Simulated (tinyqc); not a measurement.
Scale length and length offset from two DIBL values.

Inverse problem. DIBL = exp(-Le/(2 l)) + 2 exp(-Le/l) with Le = L - dL. Find l, dL and the drawn length for a DIBL of 100 mV/V.

DIBL at drawn lengths 78 and 150 nm (mV/V): [74.434920, 5.0779248]

Solution. With e = exp(-Le/(2 l)), 2 e^2 + e = DIBL gives e and so Le/l at each length; Le/l is a straight line in L with slope 1/l.

l = 14.00 nm
dL = 1.800 nm
length for 100 mV/V = 70.69 nm

tinyqc, about 0.01 s, one thread, Intel Xeon 2.30GHz (shared host): `OMP_NUM_THREADS=1 python tinyqc.py 2002121 2002122 out.jsonl`
